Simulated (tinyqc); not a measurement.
On-chip interconnect, size-dependent resistivity and RC delay: course in time.

A rectangular line between two neighbours and two ground planes. Surface and grain-boundary scattering are added to the bulk resistivity as corrections; capacitances are parallel-plate values without fringing; inductance is ignored.

7 equal pi sections: series Rs = r Lw/7; node capacitances c Lw/7, halved at nodes 0 and 7, with Cl added to node 7; Rd feeds node 0. Elmore delay of node k: the sum, over the resistors on the path to k, of resistance times all capacitance downstream of it.

A 1 V step is applied behind Rd at t = 0. C dv/dt = -G v + b, with G the conductance matrix of the ladder (1/Rs between neighbours, 1/Rd added at node 0) and b = (1 V/Rd, 0, ...). Trapezoidal step: (C/dt + G/2) v(new) = (C/dt - G/2) v + b. The last column solves the same ladder exactly by its modes.

Parameters, values chosen for the exercise: driver resistance Rd = 2200 ohm; time step dt = 8.5 ps.

Rs = 733.835 ohm

```
node,C (fF)
0,0.347211
1,0.694421
2,0.694421
3,0.694421
4,0.694421
5,0.694421
6,0.694421
7,0.517211
```

Voltages (V):
```
t (ps),node 0,node 3,node 7,"node 7, exact"
8.500,0.981,0.3651,0.1612,0.2096
17.00,0.548,0.6193,0.4817,0.4719
25.50,1.039,0.6976,0.6629,0.6487
34.00,0.747,0.8451,0.7626,0.7663
42.50,1.072,0.8618,0.8559,0.8445
51.00,0.838,0.9353,0.8955,0.8966
59.50,1.079,0.9380,0.9366,0.9312
68.00,0.886,0.9723,0.9550,0.9542
76.50,1.074,0.9729,0.9715,0.9695
85.00,0.914,0.9874,0.9810,0.9797
93.50,1.066,0.9889,0.9869,0.9865
102.0,0.931,0.9936,0.9923,0.9910
```

What does the table show?

The far end of the ladder reaches 0.5 V at 18.14 ps, 0.743 of its Elmore delay (ln 2 = 0.693 for a single pole); the slowest mode has a time constant of 20.85 ps. The largest error of the trapezoidal steps at that node is 48 mV. Node 0 swings up and down from step to step: the trapezoidal rule does not damp modes much faster than dt, so these swings are numerical.

tinyqc, about 0.01 s, one thread, Intel Xeon 2.30GHz (shared host): `OMP_NUM_THREADS=1 python tinyqc.py 2100090 2100091 out.jsonl`
